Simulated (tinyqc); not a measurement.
Slices of the butterfly: square lattice in a magnetic field (Harper-Hofstadter model).

Landau gauge, lattice period 1: the magnetic cell has q sites j = 0 to q - 1 along x. H_jj = -2 ty cos(ky + 2 pi p j/q), H_(j,j+1) = -tx, and the bond from q - 1 back to 0 is H_(q-1,0) = -tx exp(i q kx). The levels depend on k only through cos(q kx) and cos(q ky), so the band edges lie at (0, 0) and (pi/q, pi/q).

Parameters, chosen for this exercise (out of a larger set: a lateral superlattice; not measured data): tx = 1 meV (hopping along x); ty = 1.4 meV (hopping along y); Q = 7 (denominator).

Flux P/Q for each P (p = P, q = Q): the lowest edge, the first gap, the widest gap with its r (the lower one of a mirror pair) and t_r from r = Q s + P t, |t| <= Q/2, and the total width of the bands.

Spectra (meV):

| flux | lowest edge | first gap | t of first gap | widest gap | its r | its t | total width |
|---|---|---|---|---|---|---|---|
| 1/7 | -3.8619 | 1.5919 | 1 | 1.5919 | 1 | 1 | 2.0839 |
| 2/7 | -3.3375 | 0.0216 | -3 | 1.8488 | 2 | 1 | 2.1183 |
| 3/7 | -3.2133 | 0.2889 | -2 | 1.7356 | 3 | 1 | 2.0975 |

The widest gap carries t = 1 in every row, and its r equals P: it is the gap above the lowest Landau level, which holds P of the Q bands. The first gap is widest at 1/7 (t = 1) and narrowest at 2/7 (t = -3). The total width lies between 2.084 and 2.118 meV; its limit for large Q is 4 |tx - ty| = 1.6 meV.

tinyqc: `OMP_NUM_THREADS=1 python tinyqc.py 1250447 1250448 out.jsonl`; about 0.02 s, one thread, shared Intel(R) Xeon(R) Processor @ 2.30GHz.
